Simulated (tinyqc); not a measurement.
Hole mobility in a silicon inversion layer, empirical terms and Matthiessen rule: one step of the calculation.

Inversion layer of sheet density Ns on a uniformly doped body. The mobility terms are empirical power laws with prefactors chosen for the exercise; adding their inverses (Matthiessen) is itself an approximation.

Question. Depletion charge and effective field. ni = sqrt(Nc Nv) exp(-Eg/(2 Vt)), Eg in volts; Ndep = sqrt(2 eps0 eps_r Nb (2 Vt ln(Nb/ni) + Vsb)/q); E = q (Ndep + eta Ns)/(eps0 eps_r), in MV/cm.

Values chosen for this exercise; material values close to those of silicon: temperature T = 300 K; band gap Eg = 1.13 eV; relative permittivity of the semiconductor eps_r = 11.7; conduction-band density of states at T Nc = 2.84e19 cm^-3; valence-band density of states at T Nv = 2.66e19 cm^-3; body doping Nb = 1.1e18 cm^-3; reverse body bias Vsb = 0.3 V; weight of the inversion charge in the effective field eta = 0.3333; inversion density Ns = 7.1e12 cm^-2.

Constants: q = 1.602176634e-19 C, kB = 1.380649e-23 J/K, Vt = kB T/q, eps0 = 8.8541878128e-14 F/cm where lengths are in cm. Results are converted to the units shown.

Wanted: ni; Ndep; E.

Answer.

ni = 8.862e9 cm^-3
Ndep = 4.240e12 cm^-2
E = 1.022 MV/cm

The depletion charge gives 64.2 % of the field.

Numbers from tinyqc (`OMP_NUM_THREADS=1 python tinyqc.py 2510174 2510175 out.jsonl`; about 0.01 s on one thread of a shared Intel Xeon 2.30GHz).
